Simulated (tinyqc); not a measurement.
What moves the results: carrier statistics of a doped semiconductor with parabolic bands. A value that a table varies takes the place of the one given here.

Eg(T) = Eg0 - al T^2/(T + be); m_de = Mv^(2/3) (ml mt^2)^(1/3); m_dh = (mhh^(3/2) + mlh^(3/2))^(2/3); Nc and Nv from N = 2 (m kB T/(4 pi c))^(3/2) with c = hbar^2/2m0, in 1/angstrom^3; times 1e24 for 1/cm^3.

Energies are counted from Ev, so Ec = Eg. n = Nc F_1/2((EF - Eg)/kT), p = Nv F_1/2(-EF/kT), ND+ = ND/(1 + 2 exp((EF - Eg + ED)/kT)), NA- = NA/(1 + 4 exp((EA - EF)/kT)); neutrality asks p + ND+ = n + NA-. F_j(eta) = (1/Gamma(j + 1)) integral_0^infinity x^j dx/(1 + exp(x - eta)), which tends to exp(eta) for eta << 0.

Constants: hbar^2/2m0 = 3.80998211 eV angstrom^2; kB = 8.617333262e-05 eV/K.

Parameters, chosen for this exercise (near those of GaP; the results hold for these values, not for the real material):
- Eg0 = 2.344 eV (gap at 0 K)
- al = 0.000574 eV/K (Varshni alpha)
- be = 373 K (Varshni beta)
- ml = 2.02 m0 (longitudinal electron mass)
- mt = 0.254 m0 (transverse electron mass)
- Mv = 3 (equivalent valleys)
- mhh = 0.786 m0 (heavy-hole mass)
- mlh = 0.141 m0 (light-hole mass)
- ND = 2.8e+15 1/cm^3 (donors)
- NA = 1.9e+15 1/cm^3 (acceptors)
- ED = 0.0898 eV (donor level below Ec)
- EA = 0.0547 eV (acceptor level above Ev)
- T = 300 K

## Temperature

Neutrality solved at each temperature; ni = sqrt(Nc Nv) exp(-Eg/2kT).

Carriers (1/cm^3):
```
T (K)  EF (eV)         n         p  majority / |ND - NA|        ni  Eg (eV)
30      2.2492       167    <1e-99              1.86e-13    <1e-99   2.3427
50      2.2446  3.89e+08    <1e-99              4.32e-07    <1e-99   2.3406
77      2.2371  1.11e+12    <1e-99               0.00123  1.02e-58   2.3364
120     2.2190  1.96e+14  3.05e-75                 0.217  7.72e-31   2.3272
200     2.1355  8.43e+14  1.58e-35                 0.936  1.15e-10   2.3039
300     2.0004  8.94e+14  4.67e-15                 0.993      2.04   2.2672
450     1.7791  8.99e+14     0.411                 0.999  1.92e+07   2.2028
600     1.5445  9.00e+14  5.66e+06                  1.00  7.14e+10   2.1316
800     1.2184  9.02e+14  1.73e+12                  1.00  3.95e+13   2.0308
1000    0.9670  2.43e+15  1.53e+15                  2.70  1.93e+15   1.9259
```

Ionisation is incomplete: the majority density is below 90 % of the net doping at 30, 50, 77 and 120 K, down to a share of 1.9e-13. It is within 10 % of the net doping at 200, 300, 450, 600 and 800 K. At 1000 K thermal pairs lift it more than 10 % above the net doping; ni has reached 1.93e+15 1/cm^3 at 1000 K against a net doping of 9.00e+14. EF goes from 2.249 eV to 0.967 eV, where midgap is 0.963 eV and the intrinsic level (Boltzmann) 0.947 eV.

## Doping level

Only donors are present (NA = 0); eta is the distance of EF beyond the conduction edge in units of kT.

Neutral state:
```
ND (1/cm^3)  EF (eV)  majority (1/cm^3)  ionised share     eta
1.0e+14       1.9438           1.00e+14          1.000  -12.51
1.0e+15       2.0032           9.98e+14          0.998  -10.21
1.0e+16       2.0622           9.77e+15          0.977   -7.93
1.0e+17       2.1177           8.35e+16          0.835   -5.78
1.0e+18       2.1625           4.71e+17          0.471   -4.05
3.0e+18       2.1803           9.29e+17          0.310   -3.36
1.0e+19       2.1981           1.83e+18          0.183   -2.67
3.0e+19       2.2137           3.28e+18          0.109   -2.07
```

The impurity level lies at 2.1774 eV. The ionised share falls from 1.000 to 0.109 as EF passes through it between 1e+18 and 3e+18 1/cm^3 (share 1/3 there); it is below one half from 1e+18 1/cm^3 on. Over the last two rows the doping grows threefold and the majority density by a factor 1.79. EF comes within 3 kT of the majority band edge from 1e+19 1/cm^3 on. Above roughly 2e+19 1/cm^3 (N^(1/3) a = 0.26, with the radius a = sqrt(c/(m E)) from the ionisation energy E and the mass (ml mt^2)^(1/3)) the levels merge with the band and real ionisation is complete; sharp levels then overstate freeze-out.

## What each input does

Neutrality solved anew for each case. Each row changes one parameter from the base and keeps the others.

Results:
```
case                  EF (eV)  n (1/cm^3)  p (1/cm^3)
base                   2.0004    8.94e+14    4.67e-15
T = 340 K              1.9431    8.97e+14    3.58e-10
ND = 1.4e+15 1/cm^3    0.2725    8.38e-15    4.98e+14
NA = 2.47e+15 1/cm^3   1.9745    3.28e+14    1.27e-14
Eg0 = 2.394 eV         2.0504    8.94e+14    6.75e-16
mt = 0.3048 m0         1.9957    8.95e+14    5.60e-15
mhh = 0.9432 m0        2.0004    8.94e+14    6.04e-15
ED = 0.1347 eV         1.9996    8.68e+14    4.81e-15
```

The largest shifts from the base row, up to three for each result and ties (the steps differ in size, so this ranks the rows, not the parameters). EF (eV): ND -1.7279, T -0.0573, Eg0 +0.0500; unchanged at the printed digits by mhh. n (1/cm^3): ND -8.94e+14, NA -5.66e+14, ED -2.64e+13; unchanged at the printed digits by Eg0 and mhh. p (1/cm^3): ND +4.98e+14, T +3.58e-10, NA +8.07e-15.

Run: tinyqc, `OMP_NUM_THREADS=1 python tinyqc.py 1682073 1682074 out.jsonl`; Intel(R) Xeon(R) Processor @ 2.30GHz, one thread, shared host; about 0.01 s of CPU time with all checks.
